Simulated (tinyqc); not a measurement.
# FinFET, parasitic resistance, capacitance and delay, step by step

Program tinyqc, `OMP_NUM_THREADS=1 python tinyqc.py 2170069 2170070 out.jsonl`; Intel Xeon 2.30GHz, shared host, one thread, about 0.03 s. Printed values are rounded.

Nf fins under one contact; each has gated perimeter p = 2 Hf + Wf and cross-section A = Hf Wf; contact width Wc = Nf pf, stack height Hs = Hf. Contact length Lc = CPP - Lg - 2 Lsp, shared by two neighbouring gates. Source and drain sides are equal. The formulas are first-order estimates, not field solutions.

Inputs (values chosen for the exercise); values close to those of silicon logic devices: temperature T = 300 K; number of fins Nf = 3; fin height Hf = 42 nm; fin width Wf = 8 nm; fin pitch pf = 27 nm; contacted gate pitch CPP = 54 nm; gate length Lg = 14 nm; spacer length Lsp = 6 nm; relative permittivity of the spacer ks = 4.5; gate height above the channel stack Hc = 25 nm; contact resistivity rc = 1.3e-9 ohm cm^2; resistivity of the source-drain epitaxy re = 0.00058 ohm cm; current-carrying depth of the epitaxy te = 20 nm; resistivity of the extension rx = 0.0012 ohm cm; gate overlap Lov = 1 nm; inversion capacitance Cinv = 3.4 uF/cm^2; injection velocity vx = 1.1e7 cm/s; apparent mobility mu = 250 cm^2/(V s); threshold at zero drain voltage VT = 0.28 V; barrier lowering dl = 0.067 V/V; subthreshold factor n = 1.27; wire load Cw = 0.16 fF; supply voltage Vdd = 0.75 V.

Constants: q = 1.602176634e-19 C, kB = 1.380649e-23 J/K, eps0 = 8.8541878128e-12 F/m, Vt = kB T/q. Results are converted to the units shown.

## Geometry and resistances

Epitaxy sheet resistance Rsh = re/te, transfer length LT = sqrt(rc/Rsh), contact Rc = [sqrt(rc Rsh)/Wc] coth(Lc/(2 LT)); extension of one fin Rx = rx Lsp/A. Effective width N p; for equal currents one side has Rc + Rx/N.

Lc = 28 nm
effective width = 276 nm
Rsh = 290 ohm
LT = 21.17253 nm
Rc = 130.8787 ohm
Rx = 214.2857 ohm
one side times effective width = 55.83680 ohm um

Lc/2 is 0.66 transfer lengths, and Rc is 14 % above the area limit rc/(Wc Lc/2). The contact makes up 64.7 % of one side.

## Capacitances

With N fins: gate Cg = Cinv p N Lg; per side, plate Cp = ks eps0 [Wc (Hs + Hc) - N A]/Lsp, top fringe Cf = (2/pi) ks eps0 Wc ln(1 + Lg/(2 Lsp)), overlap Co = Cinv p N Lov. Cs = Cp + Cf + Co. An inverter of two such devices driving an equal one has the load CL = 2 (Cg + 2 Cs) + 4 Cs + Cw (its own drains counted twice for the Miller effect).

Cg = 131.3760 aF
Cp = 29.34499 aF
Cf = 1.588593 aF
Co = 9.384 aF
CL = 745.2927 aF

The channel capacitance gives 35.3 % of CL, the parasitic parts 43.3 % and the wire 21.5 %.

## Iteration 1: fin currents at Vgs = Vdd, Vds = Vdd/2

I at the start (uA): fin 1 0, fin 2 0, fin 3 0

One fin: I = p Q vx u/(1 + |u|^1.8)^(1/1.8), Q = Cinv n Vt ln(1 + exp((Vg' - VT + dl Vd')/(n Vt))), u = Vd' mu/(vx Lg), Vg' = Vgs - v, Vd' = Vds - 2 v, with the drop on each side v = Rc (sum of I) + Rx I. I(new) = I(out).

drop v (mV): fin 1 0, fin 2 0, fin 3 0
I(out) (uA): fin 1 166.8043, fin 2 166.8043, fin 3 166.8043
I after iteration 1 (uA): fin 1 166.8043, fin 2 166.8043, fin 3 166.8043

## Iteration 2: fin currents at Vgs = Vdd, Vds = Vdd/2

As before.

drop v (mV): fin 1 101.2372, fin 2 101.2372, fin 3 101.2372
I(out) (uA): fin 1 120.6982, fin 2 120.6982, fin 3 120.6982
I after iteration 2 (uA): fin 1 120.6982, fin 2 120.6982, fin 3 120.6982

## Course of the iteration: fin currents at Vgs = Vdd, Vds = Vdd/2

Stop when the largest change of I is below 1e-6 uA, or after 80 iterations.

Course of the iteration:
```
iteration  total I (uA)  largest |change| of one entry (uA)
1              500.4130                                 167
2              362.0945                                46.1
3              404.5352                                14.1
4              392.1451                                4.13
5              395.8076                                1.22
6              394.7291                               0.360
7              395.0471                               0.106
8              394.9534                              0.0312
9              394.9810                             9.21e-3
10             394.9729                             2.71e-3
11             394.9753                             8.00e-4
12             394.9745                             2.36e-4
13             394.9748                             6.95e-5
14             394.9747                             2.05e-5
15             394.9747                             6.03e-6
16             394.9747                             1.78e-6
17             394.9747                             5.24e-7
```

Converged in 17 iterations. At the end each change is about 0.29 times the one before: linear convergence.

## Effective current, delay and energy

IH = I(Vdd, Vdd/2) = 394.9747 uA
IL = I(Vdd/2, Vdd), solved likewise = 121.2987 uA

Ieff = (IH + IL)/2, delay CL Vdd/(2 Ieff), energy CL Vdd^2, with CL the load of an inverter that drives an equal one.

Ieff = 258.1367 uA
delay = 1.082701 ps
energy = 419.2271 aJ

Without any series resistance Ieff would be 325 uA, so the resistances cost 20.6 %.
